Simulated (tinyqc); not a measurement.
From results back to parameters: Franz-Keldysh effect at a direct gap. Two cases, with inputs chosen for the exercise.

Problem. In modulation spectra the extrema of the oscillations lie at E_n = Eg + th (3 pi (n - 1/2)/4)^(2/3) (the phase constant is taken as pi/2 here), with th = (c (e Fd)^2/mr)^(1/3), mr = me mhh/(me + mhh), c = hbar^2/2m0; 1 kV/cm = 1e-5 V/angstrom. Extrema n = 2 and n = 5 are given; Eg and the field are hidden.

Constants: hbar^2/2m0 = 3.80998211 eV angstrom^2.

Find: th; Eg; Fd.

Method. E_n is linear in (3 pi (n - 1/2)/4)^(2/3): the slope is th and the intercept Eg; then e Fd = sqrt(th^3 mr/c).

Case 1.

Values chosen (out of a larger set: near those of InP; not measured data): me = 0.0783 m0 (electron mass); mhh = 0.612 m0 (heavy-hole mass).

E_2 = 1.51015 eV
E_5 = 1.67125 eV

Solution.

th = 64.28 meV
Eg = 1.361 eV
Fd = 2.2e+02 kV/cm

Case 2.

Values chosen (out of a larger set: near those of InP; not measured data): me = 0.0774 m0 (electron mass); mhh = 0.605 m0 (heavy-hole mass).

E_2 = 1.49951 eV
E_5 = 1.65127 eV

Solution.

th = 60.56 meV
Eg = 1.359 eV
Fd = 2.0e+02 kV/cm

Computed by tinyqc, one run a case: `OMP_NUM_THREADS=1 python tinyqc.py N N+1 out.jsonl` with N = 1650624, 1650649; one thread of a shared Intel(R) Xeon(R) Processor @ 2.30GHz, about 0.01 s a run at most.
